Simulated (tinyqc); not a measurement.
Electron mobility in a silicon inversion layer, empirical terms and Matthiessen rule: one step of the calculation.

Inversion layer of sheet density Ns on a uniformly doped body. The mobility terms are empirical power laws with prefactors chosen for the exercise; adding their inverses (Matthiessen) is itself an approximation.

Task. Split C-V extraction. Q(Vg) is the trapezoid sum of Cgc from the first point (where Q is taken as 0); mu_eff = I/((W/L) Q Vd); mu_FE = (dI/dVg)/((W/L) Cox Vd) with a backward difference. Listed from point 4 on.

Parameters, values chosen for the exercise; material values close to those of silicon:
```
symbol,value,unit,meaning
Cox,1.1,uF/cm^2,gate capacitance
WL,5,,ratio W/L
Vd,0.05,V,drain voltage
```

```
point  Vg (V)  Cgc (uF/cm^2)        I (uA)
0           0   2.7235356e-5  1.0812893e-9
1        0.05   1.2956336e-4  2.4471873e-8
2         0.1   6.1614022e-4  5.5359300e-7
3        0.15   0.0029252028  1.2495527e-5
4         0.2    0.013779306  2.7911643e-4
5        0.25    0.062609617  0.0059419558
6         0.3     0.24538977    0.10366839
7        0.35     0.63509712     1.0127257
8         0.4     0.95331990     4.2007061
9        0.45      1.0655402     9.3741247
10        0.5      1.0925732     15.286686
11       0.55      1.0984306     21.290284
12        0.6      1.0996698     27.147062
```

Find: Q; mu_eff; mu_FE.

Result.

```
point  Q (uC/cm^2)  mu_eff (cm^2/(V s))  mu_FE (cm^2/(V s))
4        5.2871e-4               2.1117            0.019391
5        0.0024384               9.7472             0.41184
6         0.010138               40.901              7.1074
7         0.032151               126.00              66.113
8         0.071861               233.82              231.85
9          0.12233               306.51              376.25
10         0.17629               346.86              430.00
11         0.23106               368.57              436.63
12         0.28601               379.66              425.95
```

At the last point mu_FE is 12 % above mu_eff.

Program tinyqc, `OMP_NUM_THREADS=1 python tinyqc.py 2510021 2510022 out.jsonl`; Intel Xeon 2.30GHz, shared host, one thread, about 0.01 s.
